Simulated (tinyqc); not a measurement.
Six-band Luttinger-Kohn model with strain: sweeps and comparisons. A value that a table varies takes the place of the one given here.

Six-band Luttinger-Kohn model in the basis |3/2,3/2>, |3/2,1/2>, |3/2,-1/2>, |3/2,-3/2>, |1/2,1/2>, |1/2,-1/2>, electron energies, zero at the top of the unstrained valence band. H = -[rows: (P+Q, -S, R, 0, -S/r2, r2 R); (-S*, P-Q, 0, R, -r2 Q, r32 S); (R*, 0, P-Q, S, r32 S*, r2 Q); (0, R*, S*, P+Q, -r2 R*, -S*/r2); (-S*/r2, -r2 Q, r32 S, -r2 R, P+Dso, 0); (r2 R*, r32 S*, r2 Q, -S/r2, 0, P+Dso)], r2 = sqrt(2), r32 = sqrt(3/2). Levels are twofold.

P = c g1 k^2 - av tr(e); Q = c g2 (kx^2 + ky^2 - 2 kz^2) - (b/2)(exx + eyy - 2 ezz); R = c sqrt3 [-g2 (kx^2 - ky^2) + 2i g3 kx ky] + (sqrt3/2) b (exx - eyy) - i d exy; S = 2 c sqrt3 g3 (kx - i ky) kz - d (exz - i eyz); c = hbar^2/2m0, e the strain tensor (not engineering shear).

s11 = (C11 + C12)/((C11 - C12)(C11 + 2 C12)), s12 = -C12/((C11 - C12)(C11 + 2 C12)), s44 = 1/C44; exx = s11 sxx + s12 (syy + szz) and cyclic, exy = s44 sxy/2; tension is positive. A uniaxial stress X along the unit vector n is s_ij = X n_i n_j.

Constants: hbar^2/2m0 = 3.80998211 eV angstrom^2.

Inputs chosen for the exercise (near those of Ge; shifted at random, so the results belong to these values and not to a real crystal): Dso = 0.291 eV (spin-orbit splitting); g1 = 13.38 (Luttinger gamma1); g2 = 4.24 (gamma2); g3 = 5.7 (gamma3); av = 1.24 eV (valence hydrostatic potential); b = -2.55 eV (tetragonal shear potential); d = -5.29 eV (trigonal shear potential); C11 = 128.5 GPa; C12 = 48 GPa; C44 = 67 GPa; load = uniaxial [001] (kind of stress); X1 = 0.6 GPa (size of the stress); E_h = 60 meV (hole energy below the top); X = -1.19 GPa (stress).

## Sweep of a uniaxial [001] stress

Edges at k = 0 and curvature masses of the top pair along [100] and [001] (step 0.0002 1/angstrom); at zero stress the top is fourfold and has no single curvature.

Edges and masses:

| X (GPa) | top (eV) | second (eV) | third (eV) | splitting (meV) | m [100] | m [001] |
|---|---|---|---|---|---|---|
| -2.10 | 0.0782 | -0.0781 | -0.3258 | 156.3 | 0.152 | 0.037 |
| -1.40 | 0.0480 | -0.0521 | -0.3101 | 100.0 | 0.139 | 0.039 |
| -0.70 | 0.0214 | -0.0260 | -0.2980 | 47.5 | 0.125 | 0.041 |
| 0.00 | 0.0000 | 0.0000 | -0.2910 | 0.0 | - | - |
| 0.70 | 0.0260 | -0.0147 | -0.2907 | 40.7 | 0.057 | 0.204 |
| 1.40 | 0.0521 | -0.0216 | -0.2983 | 73.7 | 0.057 | 0.204 |
| 2.10 | 0.0781 | -0.0207 | -0.3136 | 98.8 | 0.057 | 0.204 |

The splitting reaches 156.3 meV under compression and 98.8 meV under the same tension; linear shear terms alone would make the two equal, and the difference comes from the coupling to the split-off band. At the ends of the sweep the top pair has a mass along [100] of 0.152 under compression and 0.057 under tension, so tension gives the lighter holes along [100]; along [001] it has 0.037 and 0.204. The top edge itself moves by +78 and +78 meV. The ends of the sweep mean strains up to 2.1 %, beyond the range of linear deformation potentials.

## Which stress helps holes along [110]

Each load has size X1 (biaxial: sxx = syy); masses are curvatures of the top pair at k = 0.

Results:

| load | splitting (meV) | top edge (meV) | m [110] | m [001] |
|---|---|---|---|---|
| uniaxial [110], compression | 31.7 | 13.3 | 0.039 | 0.133 |
| uniaxial [110], tension | 28.9 | 18.6 | 0.321 | 0.052 |
| uniaxial [100], compression | 40.3 | 18.0 | 0.063 | 0.123 |
| uniaxial [100], tension | 35.4 | 22.3 | 0.089 | 0.057 |
| uniaxial [111], compression | 28.6 | 11.6 | 0.050 | 0.075 |
| uniaxial [111], tension | 26.0 | 17.0 | 0.130 | 0.075 |
| biaxial (001), compression | 35.4 | 12.4 | 0.057 | 0.204 |
| biaxial (001), tension | 40.3 | 27.9 | 0.123 | 0.042 |

The lightest mass along [110] (0.039) comes with uniaxial [110], compression. The largest splitting (40.3 meV) comes with uniaxial [100], compression; biaxial (001), tension. The heaviest mass along [001] (0.204), which lowers the confinement energy in a (001) channel, comes with biaxial (001), compression. The splitting per GPa follows b (s11 - s12) for loads along cube axes and d s44 for [111]: here 2 |b| (s11 - s12) = 63.4 and |d| s44/sqrt3 = 45.6 meV per GPa in the limit of large Dso; where the splitting nears Dso, mixing with the split-off band makes it depend on the sign of the load.

## Warping of the constant-energy contours (six-band Luttinger-Kohn model)

No strain (e = 0). In the plane kz = 0, |k| where the top and second pairs lie E_h below the top, against the angle from [100]; m = c k^2/E_h.

Contours:

| angle (degrees) | k top (1/angstrom) | k second (1/angstrom) | m top (m0) | m second (m0) |
|---|---|---|---|---|
| 0 | 0.0567 | 0.0279 | 0.204 | 0.049 |
| 9 | 0.0582 | 0.0277 | 0.215 | 0.049 |
| 18 | 0.0627 | 0.0275 | 0.250 | 0.048 |
| 27 | 0.0708 | 0.0272 | 0.318 | 0.047 |
| 36 | 0.0819 | 0.0269 | 0.426 | 0.046 |
| 45 | 0.0892 | 0.0269 | 0.505 | 0.046 |

The heavy contour reaches 1.574 times as far along [110] as along [100], the light one 0.964 times. The warping follows g3 - g2 = 1.46 and would vanish for g2 = g3. Along [100] the heavy mass is 1/(g1 - 2 g2) = 0.204 at any energy, while the light one is 0.0493, against 1/(g1 + 2 g2) = 0.0457 at the edge, for E_h/Dso = 0.21.

## What each parameter does

Edges at k = 0 under a uniaxial [001] stress X and the curvature mass of the top pair along [100] (step 0.0002 1/angstrom). Each row changes one parameter from the base and keeps the others.

Results:

| case | top (eV) | second (eV) | third (eV) | mass (m0) |
|---|---|---|---|---|
| base | 0.0396 | -0.0443 | -0.3060 | 0.135 |
| av = 1.488 eV | 0.0382 | -0.0456 | -0.3073 | 0.135 |
| Dso = 0.233 eV | 0.0412 | -0.0443 | -0.2497 | 0.141 |
| g2 = 5.088 | 0.0396 | -0.0443 | -0.3060 | 0.161 |
| g1 = 16.056 | 0.0396 | -0.0443 | -0.3060 | 0.099 |
| g3 = 6.84 | 0.0396 | -0.0443 | -0.3060 | 0.135 |
| C44 = 53.6 GPa | 0.0396 | -0.0443 | -0.3060 | 0.135 |
| C12 = 38.4 GPa | 0.0333 | -0.0409 | -0.3050 | 0.133 |

The largest shifts from the base row, up to three for each result and ties (the steps differ in size, so this ranks the rows, not the parameters). top (eV): C12 -0.0062, Dso +0.0017, av -0.0013; unchanged at the printed digits by g2, g1, g3 and C44. second (eV): C12 +0.0034, av -0.0013; unchanged at the printed digits by Dso, g2, g1, g3 and C44. third (eV): Dso +0.0563, av -0.0013, C12 +0.0010; unchanged at the printed digits by g2, g1, g3 and C44. mass (m0): g1 -0.036, g2 +0.026, Dso +0.006; unchanged at the printed digits by av, g3 and C44. The Luttinger parameters multiply k^2 and cannot move the edges; av shifts all edges alike and leaves the mass.

Program tinyqc; command `OMP_NUM_THREADS=1 python tinyqc.py 1080313 1080314 out.jsonl`; about 0.07 s on one thread of a shared Intel(R) Xeon(R) Processor @ 2.30GHz.
